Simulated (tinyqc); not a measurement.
# Scale length and length offset from two DIBL values

Inverse problem. DIBL = exp(-Le/(2 l)) + 2 exp(-Le/l) with Le = L - dL. Find l, dL and the drawn length for a DIBL of 100 mV/V.

DIBL at drawn lengths 26 and 41 nm (mV/V): [122.77405, 25.997346]

Answer. With e = exp(-Le/(2 l)), 2 e^2 + e = DIBL gives e and so Le/l at each length; Le/l is a straight line in L with slope 1/l.

l = 5.300 nm
dL = 1.800 nm
length for 100 mV/V = 27.88 nm

Computed by the program tinyqc: `OMP_NUM_THREADS=1 python tinyqc.py 2002002 2002003 out.jsonl`, one thread of a shared Intel Xeon 2.30GHz, about 0.01 s for the whole run.
